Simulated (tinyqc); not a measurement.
# Minority carriers and saturation current of a heavily doped emitter: what changes with what

n-type, parabolic bands, full ionisation. eta = (EF - Ec)/kB T solves N = Nc F12(eta), F12(x) = (2/sqrt(pi)) int_0^infinity sqrt(u)/(1 + exp(u - x)) du. The gap shrinks rigidly by dEg = E1 [ln(N/N0) + sqrt(ln^2(N/N0) + 0.5)], an empirical law that is here taken as the true narrowing.

Parameters, values chosen for the exercise; band and dielectric values close to those of silicon:
```
symbol    value        unit                                     meaning
T           250           K                                 temperature
Eg         1.11          eV                                    band gap
Nc      2.13e19       cm^-3  conduction-band density of states at 250 K
Nv         2e19       cm^-3     valence-band density of states at 250 K
N        1.6e20       cm^-3                       ionised donor density
E1            7         meV                 energy of the narrowing law
N0       8.2e16       cm^-3                density of the narrowing law
mup         110  cm^2/(V s)                      minority-hole mobility
Cn      1.7e-31      cm^6/s                           Auger coefficient
ts         0.13          us                             defect lifetime
W           190          nm                               emitter width
S         15000        cm/s       recombination velocity at the contact
```

Constants: q = 1.602176634e-19 C, kB = 1.380649e-23 J/K, Vt = kB T/q. Results are converted to the units shown.

Each table varies one quantity; the others keep the values above.

## Effect of the doping

ni = sqrt(Nc Nv) exp(-Eg/(2 Vt)), Eg in volts; degeneracy factor g = F12(eta) exp(-eta); nie^2 = ni^2 exp(dEg/kB T) g, p0 = nie^2/N; apparent narrowing dEg + kB T ln g. 1/tau = Cn N^2 + 1/ts, D = mup Vt, L = sqrt(D tau); J0 = (q p0 D/L)(s + tanh(W/L))/(1 + s tanh(W/L)), s = S L/D; the share recombining inside is 1 - 1/[cosh(W/L)(1 + tanh(W/L)/s)]. The mobility is held fixed.

Effect of the doping:
```
N (cm^-3)  apparent narrowing (meV)  p0 (cm^-3)  L (nm)  J0 (fA/cm^2)  share inside (%)
4e17                          23.10      0.1307    5541        0.2832             1.026
8.7e17                        33.48     0.09732    5505        0.2108             1.040
1.9e18                        43.87     0.07219    5341        0.1565             1.103
4e18                          53.44     0.05347    4771        0.1162             1.379
8.6e18                        62.46     0.03779    3420       0.08315             2.651
1.9e19                        69.85     0.02410    1852       0.05623             8.500
4e19                          72.99     0.01325   920.5       0.03841             27.44
8.6e19                        68.42    0.004985   432.8       0.02698             63.67
1.9e20                        47.46    8.529e-4   196.4       0.01315             90.53
```

The apparent narrowing goes from 23.1 through a maximum of 73.0 (at N = 4e19 cm^-3 among the rows listed) to 47.5 meV. p0 goes as N^(-0.38) between the first two rows and N^(-2.23) between the last two (-1 without narrowing or degeneracy), and J0 falls from 0.283 to 0.0132 fA/cm^2.

## Effect of the contact

Same model as above.

Result of one run:
```
S (cm/s)  J0 (fA/cm^2)  share inside (%)
1.1e5          0.02269             54.34
```

What becomes of these results when the recombination velocity at the contact S is changed from 1.1e5 to 6200 cm/s, all else the same?

Result of the changed run:
```
S (cm/s)  J0 (fA/cm^2)  share inside (%)
6200           0.01574             93.84
```

The whole series:
```
S (cm/s)  J0 (fA/cm^2)  share inside (%)
80             0.01503             99.91
340            0.01506             99.63
1500           0.01520             98.41
6200           0.01574             93.84
26000          0.01769             79.60
1.1e5          0.02269             54.34
4.8e5          0.02887             35.20
2.1e6          0.03200             28.31
8.8e6          0.03292             26.54
```

J0 rises from 0.0150 to 0.0329 fA/cm^2, between the limits q p0 (D/L) tanh(W/L) = 0.0150 and q p0 (D/L) coth(W/L) = 0.0332; W/L = 0.81, so passivating the contact can gain at most a factor of 2.21.

Range of the model: Band tails, non-parabolic bands and incomplete ionisation are left out.

tinyqc, about 0.01 s, one thread, Intel Xeon 2.30GHz (shared host): `OMP_NUM_THREADS=1 python tinyqc.py 2330078 2330079 out.jsonl`
